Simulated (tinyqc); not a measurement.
# Undoped symmetric double-gate MOSFET, analytic potential model, step by step

Computed by the program tinyqc: `OMP_NUM_THREADS=1 python tinyqc.py 2440146 2440147 out.jsonl`, one thread of a shared Intel Xeon 2.30GHz, about 0.03 s for the whole run. Printed values are rounded.

An undoped body of thickness ts between two equal insulators and tied gates; long channel, electrons only, n = ni exp((psi - V)/Vt) with V the quasi-Fermi potential (0 at the source, Vd at the drain), constant mobility, no quantisation. Across the body psi(x) = V - 2 Vt ln[(ts/(2 beta)) sqrt(q ni/(2 eps0 eps_r Vt)) cos(2 beta x/ts)], x from the centre. Q is the electron charge per area of the whole body.

Values chosen for this exercise; material values close to those of In0.53Ga0.47As: temperature T = 400 K; band gap Eg = 0.737 eV; relative permittivity of the semiconductor eps_r = 14.1; conduction-band density of states at T Nc = 3.23e17 cm^-3; valence-band density of states at T Nv = 1.19e19 cm^-3; relative permittivity of the gate insulator eox = 4.03; insulator thickness tox = 2.1 nm; body thickness ts = 20 nm; gate work function less that of the intrinsic body dphi = 0.21 V; channel mobility mu = 290 cm^2/(V s); gate length L = 2 um; gate voltage Vg = 0.46 V; drain voltage Vd = 0.8 V.

Constants: q = 1.602176634e-19 C, kB = 1.380649e-23 J/K, Vt = kB T/q, eps0 = 8.8541878128e-14 F/cm where lengths are in cm. Results are converted to the units shown.

## Constants of the body

ni = sqrt(Nc Nv) exp(-Eg/(2 Vt)), Eg in volts; r = eps_r tox/(eox ts); V0 = dphi + 2 Vt ln[(2/ts) sqrt(2 eps0 eps_r Vt/(q ni))].

ni = 4.46148e13 cm^-3
r = 0.367370
V0 = 0.533875 V

## Iteration 1: beta at the source by Newton steps in z = ln(tan beta)

z at the start = -1

With V = 0, t = exp(z), beta = arctan(t): f = ln(beta) + (1/2) ln(1 + t^2) + 2 r beta t - (Vg - V0)/(2 Vt); with c = t/(1 + t^2), df/dz = c/beta + t c + 2 r t (c + beta); z(new) = z - f/(df/dz).

beta = 0.352513
f = 0.187680
df/dz = 1.22126
z after iteration 1 = -1.15368

## Iteration 2: beta at the source by Newton steps in z = ln(tan beta)

As before.

beta = 0.305592
f = 0.00436934
df/dz = 1.16675
z after iteration 2 = -1.15742

## Course of the iteration: beta at the source by Newton steps in z = ln(tan beta)

Stop when z changes by less than 1e-11, or after 60 iterations.

Course of the iteration:
```
iteration         z  |change|
1          -1.15368     0.154
2          -1.15742   3.74e-3
3          -1.15742   1.86e-6
4          -1.15742  4.59e-13
```

Converged in 4 iterations. At the end the number of correct digits about doubles with each step.

## Charges and drain current

beta_s = 0.304519
beta_d = 3.12487e-6

beta (between 0 and pi/2) solves (Vg - V0 - V)/(2 Vt) = ln(beta) - ln(cos beta) + 2 r beta tan(beta). Q = 8 eps0 eps_r Vt beta tan(beta)/ts; I = mu (1/L)(4 eps0 eps_r/ts)(2 Vt)^2 [g(beta_s) - g(beta_d)] per width, g = beta tan(beta) - beta^2/2 + r beta^2 tan^2(beta), with beta_s at V = 0 and beta_d at V = Vd.

Qs = 16.4745 nC/cm^2
Qd = 1.68083e-9 nC/cm^2
g(beta_s) = 0.0527080
g(beta_d) = 4.88240e-12
I = 0.0906917 uA/um

The term r beta^2 tan^2(beta), which gives the square law, makes up 6.38 % of g at the source.

## Potential and electron density across the body at the source

x/ts, point 0 to 6: 0  0.1  0.2  0.3  0.4  0.45  0.5

psi(x) as above with V = 0 and beta = beta_s; n = ni exp(psi/Vt).

```
point   psi (V)   n (cm^-3)
0      0.241905  4.98138e16
1      0.242033  4.99990e16
2      0.242418  5.05602e16
3      0.243062  5.15144e16
4      0.243971  5.28911e16
5      0.244527  5.37511e16
6      0.245152  5.47344e16
```

The density at the surface is 1.10 times that at the centre (1/cos^2 beta).
